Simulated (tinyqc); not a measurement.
Rise against time: self-heating of a transistor with one or more fingers, with temperature-dependent conductivity. Computed by tinyqc, a small Python program. Command: `OMP_NUM_THREADS=1 python tinyqc.py 3008034 3008035 out.jsonl selfheat walk`. One thread of a shared host (Intel(R) Xeon(R) Processor @ 2.30GHz), about 0.05 s of CPU time with the checks.

N long parallel fingers lie on the top face of a slab whose bottom is held at T_0; the top is otherwise insulated, and heat flows in two dimensions. P in W/mm is 1000 P in W/m.

Inputs (values chosen for the exercise, modelled on gallium arsenide): conductivity at the base temperature kappa_0 = 48.1 W/(m K); power per gate width P = 1.1 W/mm; fingers N = 2; finger pitch s = 23 micrometre; width of the heat source w = 0.39 micrometre; substrate thickness t = 180 micrometre; heat capacity C = 1.79 1e6 J/(m^3 K); pulse length = 0.13 microsecond.

Power: fixed power.

Method:
- A line source of power P on the top face raises the top at distance x by (P/(pi kappa_0)) g(x), g(x) = -ln tanh(pi x/(4 t)) (the image sum for the slab). On a strip of width w the centre sees the mean of g over the strip, g_0 = 1 + ln(8 t/(pi w)) for w much below t.
- theta_i = (P/(pi kappa_0)) [g_0 + sum over j != i of g(|i - j| s)], with equal powers and constant conductivity; thermal resistance = largest theta/P.
- After switching on, theta(tau) = (P D/kappa_0) int_0^tau X(u) Z(u) du at the hottest finger, D = kappa_0/C; X = sum over fingers at distance x of [erf((x + w/2)/r) - erf((x - w/2)/r)]/(2 w), Z = sum_(j=-200..200) (-1)^j exp(-(2 j t/r)^2)/sqrt(pi D u), r = 2 sqrt(D u); trapezoid rule on 300 points evenly spaced in ln u from u_0 = 1e-3 min(tau, w^2/D) to tau, plus the exact piece 2 sqrt(u_0/(pi D))/w below u_0. Conductivity and power are held at their base values here, and Fourier's law is used even where the diffusion length is near a phonon free path.

diffusivity D = 26.8715 micrometre^2/microsecond

theta of each finger (K): [75.4998, 75.4998]

largest theta = 75.4998 K

Heating curve:
```
time (microsecond)  sqrt(D time) (micrometre)  rise (K)  share of the steady rise
0.0012                                0.17957    9.9668                     0.132
0.012                                 0.56785    18.041                    0.2389
0.12                                   1.7957    26.389                    0.3495
1.2                                    5.6785    34.779                    0.4607
12                                     17.957    45.643                    0.6045
60                                     40.153    56.299                    0.7457
240                                    80.307    66.156                    0.8762
720                                    139.10    72.999                    0.9669
1800                                   219.93    75.306                    0.9974
```

What does the comparison show, and why?

Half the steady rise is reached between 1.2 and 12 microseconds, and the last row holds 99.7 % of it; the slowest time constant is 4 t^2/(pi^2 D) = 489 microseconds. While the diffusion length lies between w and the pitch or thickness, the rise grows as the logarithm of time; once it nears the pitch of 23 micrometre the neighbours add their heat.

Extremes, crossings and ranges named in words are read from the listed rows.
